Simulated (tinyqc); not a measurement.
Inside a calculation. Model: a particle near a wafer in liquid: double-layer and van der Waals forces (DLVO), deposition barrier and removal. Computed by tinyqc, a small Python program that keeps every step. Command: `OMP_NUM_THREADS=1 python tinyqc.py 3112771 3112772 out.jsonl dlvo walk`. One thread of a shared host (Intel(R) Xeon(R) Processor @ 2.30GHz), about 0.01 s of CPU time with the checks. Intermediate numbers are printed to about 6 digits and carried at full precision; extremes and crossings named in words are read from the listed rows.

Sphere and flat wall, Derjaguin approximation, constant potentials in the linear-superposition form, no retardation and no hydration force.

Inputs (values chosen for the exercise, of the order of those for polymer latex on silicon in water): particle radius R = 31 nm; Hamaker constant A = 1.6e-20 J; potential of the particle psi_1 = -56 mV; potential of the wafer psi_2 = -17 mV; salt concentration c = 0.00036 mol/L; valence z of the symmetric salt = 1; temperature T = 343 K; dielectric constant of the liquid = 63.7; gap h = 2.6 nm; contact distance h0 = 0.4 nm; contact radius over R = 0.12; viscosity = 0.93 mPa s.

Constants: e = 1.602176634e-19 C; N_A = 6.02214076e+23 1/mol; eps_0 = 8.8541878128e-12 F/m; k_B = 1.380649e-23 J/K; k_B = 8.617333262e-05 eV/K.

## Screening

kappa^2 = 2 z^2 e^2 N_A (1000 c)/(eps eps_0 k_B T); gamma_i = tanh(z e psi_i/(4 k_B T)); Z = 64 pi eps eps_0 (k_B T/(z e))^2 gamma_1 gamma_2.

kappa = 0.0645534 1/nm

Debye length = 15.4910 nm

gamma_1 = -0.441147

gamma_2 = -0.142805

Z = 6.24135 pN

kappa R = 2.00116

Like signs: the double layers repel. Caution: kappa R is not large, so the Derjaguin approximation is only rough at gaps of the order of the Debye length.

## Energy and force at one gap

U(h) = Z R exp(-kappa h) - A R/(6 h); F(h) = -dU/dh = kappa Z R exp(-kappa h) - A R/(6 h^2), positive for repulsion.

double-layer energy = 34.5439 k_B T

van der Waals energy = -6.71397 k_B T

U(h) = 27.8299 k_B T

F(h) = -1.66870 pN

Caution: for kappa h below 1 linear superposition is only rough, and charge regulation matters.

## The curve

The formulas are those given above.

Against the gap:
```
h (nm)  kappa h  U (k_B T)        F (pN)
0.4     0.02582    -3.8257  -5.04495e+02
0.6     0.03873    10.2105  -2.17614e+02
1.0     0.06455    20.8462  -7.09575e+01
1.5     0.09683    25.4484  -2.54035e+01
2.5     0.16138    27.7851  -2.59818e+00
4.0     0.25821    27.1948   4.48092e+00
7.0     0.45187    23.5088   6.26194e+00
12.0    0.77464    17.3749   5.18214e+00
20.0    1.29107    10.3618   3.22777e+00
40.0    2.58214     2.6529   8.92724e-01
```

Caution: in rows where h is not small against R, A R/(6 h) overstates the van der Waals term. Caution: in rows with kappa h below 1 linear superposition is only rough.

## Barrier and secondary minimum

F = 0 reads x^2 exp(-x) = y with x = kappa h and y = A kappa/(6 Z); the left side peaks at x = 2 with 4/e^2 = 0.5413, so roots exist for smaller y: x < 2 is the barrier, x > 2 the secondary minimum.

y = 0.0275810

position of the barrier = 2.81762 nm

barrier height = 27.8666 k_B T

position of the secondary minimum = 118.717 nm

energy at the secondary minimum = -0.127855 k_B T

A barrier above 15 k_B T practically stops deposition.

## Critical salt concentration

The barrier height is zero when U = 0 and F = 0 together: kappa h = 1 and kappa = 6 Z/(e A), e = 2.718282 here; c follows from kappa^2, with the potentials held fixed.

critical kappa = 0.861024 1/nm

critical concentration = 0.0640463 mol/L

## Adding salt

kappa scales as sqrt(c); potentials are held fixed. A dash marks rows without a maximum.

Against the concentration:
```
c (mol/L)  Debye length (nm)  barrier at (nm)  barrier (k_B T)  minimum at (nm)  minimum (k_B T)
6.40e-06             116.183          7.26947          35.9773      1.19233e+03     -1.32139e-02
6.40e-05              36.740          4.19478          32.2869      3.23492e+02     -4.78335e-02
6.40e-04              11.618          2.47882          25.9646      8.44723e+01     -1.78229e-01
3.20e-03               5.196          1.76594          19.1992      3.18091e+01     -4.59144e-01
1.28e-02               2.598          1.37193          11.3706      1.30931e+01     -1.06871e+00
3.20e-02               1.643          1.21133           5.1364      6.95437e+00     -1.91707e+00
5.76e-02               1.225          1.16294           0.7969      4.44968e+00     -2.84332e+00
9.61e-02               0.948          1.19573          -3.0229      2.82819e+00     -4.10304e+00
1.92e-01               0.671                -                -                -                -
```

At low salt the barrier tends to Z R = 40.9 k_B T; it is half of that between 6.4e-4 and 0.0032 mol/L and changes sign at 0.064 mol/L, while the secondary minimum deepens to -2.8 k_B T at 0.9 of that.

## Removing an attached particle

Adhesion F_a = A R/(6 h0^2) [1 + a^2/(R h0)] - kappa Z R exp(-kappa h0), a the contact radius. Drag in a shear flow F_d = 1.7 x 6 pi mu R^2 G, acting at 1.4 R; rolling starts when 1.4 R F_d = a F_a. Wall shear stress = mu G.

van der Waals adhesion = 1093.27 pN

net adhesion F_a = 1081.10 pN

wall shear stress for rolling = 3009.15 Pa

shear rate G = 3.23564e+06 1/s

Checks made by the program: force against a difference of U (relative difference 2e-09).
